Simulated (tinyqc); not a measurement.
Doping density: delta-doped layer in the Thomas-Fermi potential.

All donors ionised in the plane z = 0, zero temperature, energies from the Fermi level EF of the Thomas-Fermi model, which lies at the bulk band edge; c = hbar^2/2m0, q = e^2/(4 pi eps0). gv = 4 equivalent valleys, m_d = sqrt(m3^3/mz) in the plane. With n = (gv/3 pi^2)(m3 (-V)/c)^(3/2) and V'' = -(4 pi q/eps) n for z > 0, the solution is V = -b/(|z| + z0)^4 with sqrt(b) = 20/K, K = (4 pi q/eps)(gv/3 pi^2)(m3/c)^(3/2), and z0^5 = 4b/(e F0), e F0 = 2 pi q N/eps; 1e13/cm^2 = 1e-3/angstrom^2. Exchange and correlation are left out.

Subbands solve -(c/m_z) psi'' + V psi = E psi on 1280 points of spacing z0/80; up to ten levels for each group, kept if bound with an rms width below 2.5 z0.

Constants: hbar^2/2m0 = 3.80998211 eV angstrom^2; e^2/(4 pi eps0) = 14.39964547 eV angstrom.

Inputs chosen for the exercise (near those of a delta-doped layer in Ge; shifted at random, so the results belong to these values and not to a real crystal):

| symbol | value | unit | meaning |
|---|---|---|---|
| m3 | 0.223 | m0 | density-of-states mass of a valley |
| mz | 0.121 | m0 | mass along z |
| eps | 16.4 |  | dielectric constant |
| Nl | (0.058, 0.12, 0.23, 0.41, 0.7, 1.2, 1.9) | x 1e13/cm^2 | sheet densities |

The well, the lowest level and the filling anew; at zero temperature n_i = g m_d (mu - E_i)/(2 pi c), with mu fixed by sum n_i = N.

Results:

| N (1e13/cm^2) | z0 (angstrom) | depth (eV) | lowest (eV) | next - lowest (eV) | occupied | share of lowest (%) |
|---|---|---|---|---|---|---|
| 0.058 | 102.3 | 0.0082 | -0.0013 | - | 1 | 100.0 |
| 0.12 | 88.5 | 0.0146 | -0.0026 | - | 1 | 100.0 |
| 0.23 | 77.7 | 0.0246 | -0.0051 | - | 1 | 100.0 |
| 0.41 | 69.2 | 0.0391 | -0.0091 | - | 1 | 100.0 |
| 0.70 | 62.2 | 0.0600 | -0.0154 | - | 1 | 100.0 |
| 1.2 | 55.8 | 0.0924 | -0.0261 | - | 1 | 100.0 |
| 1.9 | 50.9 | 0.1335 | -0.0406 | - | 1 | 100.0 |

The depth grows as N^(4/5) and z0 shrinks as N^(-1/5): factors 16.3 and 2.01 for 33 times the doping. The lowest level deepens faster, with exponent 1.00, since the zero-point energy takes a smaller share of a deeper well (85 % falling to 70 %). The number of occupied subbands stays at 1. Up to N = 0.23 the donor spacing exceeds 1.5 Bohr radii (one radius, a0 eps/m with the density-of-states mass, is 39 angstrom), where a uniform sheet is a crude picture of discrete donors (beyond about three radii electrons stay on single donors).

tinyqc: `OMP_NUM_THREADS=1 python tinyqc.py 1281413 1281414 out.jsonl`; about 0.1 s, one thread, shared Intel(R) Xeon(R) Processor @ 2.30GHz.
